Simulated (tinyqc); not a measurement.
AlGaN/GaN HEMT with access regions, lumped model: one step of the calculation.

A polarisation-induced electron sheet under a Schottky gate, in series with two ungated access regions and contacts. Drift law v = mu E/(1 + mu E/vs) under the gate. Currents in mA/mm, resistances in ohm mm. No self-heating, no channel-length modulation; fits for polarisation, barrier and offset are chosen for the exercise.

Problem. On-resistance and breakdown. sigma = (5e13 x + 1.6e13 x^2) cm^-2, phiB = 0.84 + 1.3 x, dEc = 0.7 (1.71 x + x^2) in volts, Cb = eps0 eps_r/d, VT = phiB - dEc - q sigma/Cb, access density n0 = -Cb VT/q. Ron = 2 Rc + Ls/(q mu n0) + Ld/(q mu (1 - ft) n0) + Lg/(mu Cb (Vg - VT)). Off state: a depleted stretch that holds the voltage V has the peak field sqrt(k V), k = 2 q n0/(eps0 eps_r te), so one edge holds V1 = Ec^2/k. The sheet under the plate pinches off at Vf = q n0 (1/Cb + tf/(eps0 ei)); beyond it the gate edge is screened. BV = V1 if Vf >= V1, else Vf + V1, and at most Ec Ld. Specific resistance Ron (Ls + Lg + Ld); figure of merit BV^2 over it.

Inputs (values chosen for the exercise); values close to those of AlGaN/GaN structures: aluminium share of the barrier x = 0.31; barrier thickness d = 20 nm; relative permittivity of barrier and channel eps_r = 9.2; channel mobility mu = 1500 cm^2/(V s); saturation velocity vs = 1.3e7 cm/s; gate length Lg = 1 um; source access length Ls = 2 um; drain access length Ld = 8 um; resistance of each contact Rc = 0.2 ohm mm; share of the drain-access electrons removed by traps ft = 0.16; gate voltage Vg = 0 V; critical field Ec = 2.8 MV/cm; depth over which the depleted charge spreads te = 0.37 um; insulator under the field plate tf = 300 nm; relative permittivity of that insulator ei = 7.

Constants: q = 1.602176634e-19 C, eps0 = 8.8541878128e-14 F/cm where lengths are in cm. Results are converted to the units shown.

Find: Ron; Vf; V1; BV; specific resistance; figure of merit.

Solution.

Ron = 3.876 ohm mm
Vf = 122.2 V
V1 = 49.19 V
BV = 49.19 V
specific resistance = 0.4264 mohm cm^2
figure of merit = 5.675 MW/cm^2

The plate pinches off too late to screen the gate edge, so it adds nothing.

Computed by the program tinyqc: `OMP_NUM_THREADS=1 python tinyqc.py 2570112 2570113 out.jsonl`, one thread of a shared Intel Xeon 2.30GHz, about 0.01 s for the whole run.
